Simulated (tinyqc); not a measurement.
# Frequency dispersion of an accumulation capacitance by border traps, distributed model: effects of single changes

Traps spread evenly through the insulator exchange electrons with the semiconductor by tunnelling, with tau(x) = t0 exp(2 ka x) at depth x from the interface. The admittance per area Y seen at depth x obeys dY/dx = -Y^2/(i w eps0 eox) + q Nb ln(1 + i w tau)/tau, with Y(0) = i w Cs and w = 2 pi f; the gate sees Y(tox) = G + i w C. Working variable y = Y/(i w), in uF/cm^2. Cox = eps0 eox/tox.

Parameters, values chosen for the exercise; permittivity close to that of silicon dioxide:
```
symbol,value,unit,meaning
eox,3.94,,relative permittivity of the insulator
tox,3.7,nm,insulator thickness
Cs,0.7,uF/cm^2,semiconductor capacitance in accumulation
Nb,1.5e19,cm^-3 eV^-1,density of border traps
ka,3,1/nm,decay constant of the wave function in the insulator
t0,2e-9,s,time constant of a trap at the interface
f,100,Hz,frequency
```

Constants: q = 1.602176634e-19 C, eps0 = 8.8541878128e-14 F/cm where lengths are in cm. Results are converted to the units shown.

Each table varies one quantity; the others keep the values above.

## Capacitance and loss against frequency

Cox; trap-free value 1/(1/Cox + 1/Cs); response depth d = ln(1/(w t0))/(2 ka), where w tau = 1; lumped estimate: all traps within d act as C_bt = q Nb d placed at d/2, so C = 1/{1/[1/(1/Cs + d/(2 eps0 eox)) + C_bt] + (tox - d/2)/(eps0 eox)}. C and G from a fine integration; dispersion -d C/d log10 f over C, from f times and over 1.1. For a broad spread of time constants G/w is close to -(pi/2) dC/d ln w.

The same in every row: trap-free C (uF/cm^2) = 0.4017.

Results:
```
f (Hz)  d (nm)  C (uF/cm^2)  G/w (uF/cm^2)  dispersion (% a decade)  -(pi/2) dC/d ln w (uF/cm^2)  lumped C (uF/cm^2)
10       2.648       0.7093        0.04219                    8.745                      0.04231              0.6571
1000     1.881       0.6008        0.03253                    7.904                      0.03240              0.5708
10000    1.497       0.5560        0.02901                    7.618                      0.02890              0.5323
1e5      1.113       0.5158        0.02622                    7.427                      0.02613              0.4961
1e6     0.7295       0.4791        0.02398                    7.333                      0.02397              0.4620
1e7     0.3457       0.4453        0.02169                    7.334                      0.02228              0.4296
```

Estimate the missing row, f = 100 Hz.

Computed row:
```
f (Hz)  d (nm)  C (uF/cm^2)  G/w (uF/cm^2)  dispersion (% a decade)  -(pi/2) dC/d ln w (uF/cm^2)  lumped C (uF/cm^2)
100      2.265       0.6514        0.03695                    8.285                      0.03682              0.6123
```

With this row back in the table: C falls from 0.7093 to 0.4453 uF/cm^2, towards the trap-free 0.4017; each decade of frequency removes ln 10/(2 ka) = 0.384 nm from the response depth. The dispersion falls from 8.74 to 7.33 % a decade and G/w falls from 0.0422 to 0.0217 uF/cm^2. G/w lies between 0.974 and 1.00 times -(pi/2) dC/d ln w, the relation for a broad spread of time constants.

## Effect of the density of border traps

Same model as above.

The same in every row: d (nm) = 2.265; trap-free C (uF/cm^2) = 0.4017.

Effect of the density of border traps:
```
Nb (cm^-3 eV^-1)  C (uF/cm^2)  G/w (uF/cm^2)  dispersion (% a decade)  -(pi/2) dC/d ln w (uF/cm^2)  lumped C (uF/cm^2)
1e18                   0.4216       0.003009                    1.046                     0.003009              0.4194
2e18                   0.4410       0.005921                    1.968                     0.005919              0.4364
6e18                   0.5133        0.01670                    4.763                      0.01668              0.4988
1e19                   0.5784        0.02630                    6.648                      0.02624              0.5532
3e19                   0.8282        0.06260                    11.00                      0.06217              0.7469
7e19                    1.126         0.1074                    13.80                       0.1060              0.9456
2e20                    1.550         0.1858                    17.16                       0.1814               1.158
4e20                    1.833         0.2557                    19.80                       0.2475               1.246
```

As Nb goes from 1e18 to 4e20, C rises from 0.422 to 1.83 uF/cm^2, the dispersion rises from 1.05 to 19.8 % a decade and G/w rises from 0.00301 to 0.256 uF/cm^2. The lumped estimate is 0.53 % below C in the first row and 32 % below it in the last. The dispersion goes as Nb^(0.91) between the first two rows and Nb^(0.21) between the last two: dense traps near the interface screen those behind them.

Computed by the program tinyqc: `OMP_NUM_THREADS=1 python tinyqc.py 2202080 2202081 out.jsonl`, one thread of a shared Intel Xeon 2.30GHz, about 0.3 s for the whole run.
